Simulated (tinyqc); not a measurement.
The axial ratio: Brillouin zone and empty-lattice bands of the hcp structure.

Primitive vectors a1 = a (1,0,0), a2 = a (-1/2, sqrt3/2, 0), a3 = (0,0,c); atoms at 0 and a1/3 + 2 a2/3 + a3/2. Reciprocal vectors obey a_i.b_j = 2 pi delta_ij; k is given in units of 2 pi/a. Empty-lattice levels are c0 (2 pi/a)^2 |k + G|^2, c0 = hbar^2/2m0. Points: M = (1/2, 1/(2 sqrt3), 0), K = (2/3, 0, 0), A = (0, 0, a/2c), L = M + A, H = K + A.

a is rescaled so that the cell volume stays fixed; contacts Z = V kF^3/(6 pi^2) at M, at the (0002) plane (kF = a/c in 2 pi/a) and at the {10-11} planes (kF = sqrt(4/3 + (a/c)^2)/2).

Z per atom at contact:
```
c/a,{10-10} at M,(0002),{10-11}
1.485,1.037,1.645,1.608
1.526,1.065,1.558,1.619
1.696,1.184,1.261,1.676
1.730,1.208,1.212,1.689
1.840,1.285,1.071,1.734
1.906,1.331,0.999,1.763
1.932,1.349,0.972,1.775
```

The (0002) contact falls from 1.645 to 0.972 as c/a grows (as (c/a)^-2) while the {10-10} contact rises from 1.037 to 1.349; they cross at c/a = sqrt3 = 1.732. All three contacts lie below Z = 2, so the sphere of a divalent metal crosses all three sets of planes.

Program tinyqc; command `OMP_NUM_THREADS=1 python tinyqc.py 1851221 1851222 out.jsonl`; about 0.02 s on one thread of a shared Intel(R) Xeon(R) Processor @ 2.30GHz.
